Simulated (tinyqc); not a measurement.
Chemical-mechanical planarisation: Preston law, pattern density and step-height reduction. From largest remaining step back to polish time t. Computed by tinyqc, a small Python program. Command: `OMP_NUM_THREADS=1 python tinyqc.py 3006145 3006146 out.jsonl cmp inv`. One thread of a shared host (Intel(R) Xeon(R) Processor @ 2.30GHz), about 0.02 s of CPU time with the checks.

A row of 10 cells, repeated periodically, holds raised features that cover a share rho of each cell.

Inputs (values chosen for the exercise, close to those used for oxide polishing):
```
quantity                          value  unit
Preston coefficient K           2.4e-13  1/Pa
pressure P                           39   kPa
platen and carrier speed             40   rpm
distance between the centres         16    cm
initial step height h0              340    nm
contact height h_c                   98    nm
film above the raised areas z0      740    nm
cell size                           2.4    mm
planarisation length                5.5    mm
```

local pattern densities, cell by cell: 0.3  0.4  0.5  0.1  0.1  0.2  0.7  0.8  0.3  0.1

Method:
- With equal rotation speeds the relative speed is uniform, v = omega r_c; Preston rate R0 = K P v.
- The stiff pad averages the density: rho_eff(i) = sum_j w_ij rho_j / sum_j w_ij, w = exp(-2 d^2/L^2), L the planarisation length and d the distance between cell centres, summed over all periodic images of cell j.
- While h > h_c only raised areas polish, at R0/rho_eff, until t_c = rho_eff (h0 - h_c)/R0. After that h = h_c exp(-(t - t_c)/tau), tau = rho_eff h_c/R0; low areas polish at R0 (1 - h/h_c) and raised areas at R0 [1 + (1 - rho_eff) h/(rho_eff h_c)]. Removed from raised areas after t_c: h0 - h_c + R0 (t - t_c) + (1 - rho_eff)(h_c - h); from low areas: R0 (t - t_c) - rho_eff (h_c - h). Film left = z0 less the removal from raised areas.

Problem. A run gave the result below. Find the polish time t, known to lie between 31 and 71 s.

largest remaining step = 5.401042 nm

Solution.

Each step takes the trial c = (a f_b - b f_a)/(f_b - f_a), f being the result less the target and a, b, c the logarithms of the listed values; c replaces end b, the old b replaces a if the sign of f changed, and otherwise f_a is halved.

Scan of the range:
```
polish time t (s)  largest remaining step (nm)
31.0                                   30.1932
35.6                                   17.5752
40.9                                    9.4217
46.9                                    4.6515
53.9                                    2.0416
61.8                                    0.8061
71.0                                    0.2731
```

False position (Illinois rule, in the logarithm of the input) inside the bracket:
```
step    end a    end b    trial  largest remaining step (nm)
1     40.9000  46.9000  45.9020                      5.23096
2     40.9000  45.9020  45.4907                      5.49026
3     45.9020  45.4907  45.6318                      5.39989
4     45.4907  45.6318  45.6300                      5.40103
5     45.4907  45.6300  45.6300                      5.40105
6     45.6300  45.6300  45.6300                      5.40104
```

Largest remaining step falls at every point of a 13-point scan of the range (every second point is shown), so one value fits; it is bracketed by 40.9 and 46.9. Answer: polish time t = 45.63 s.
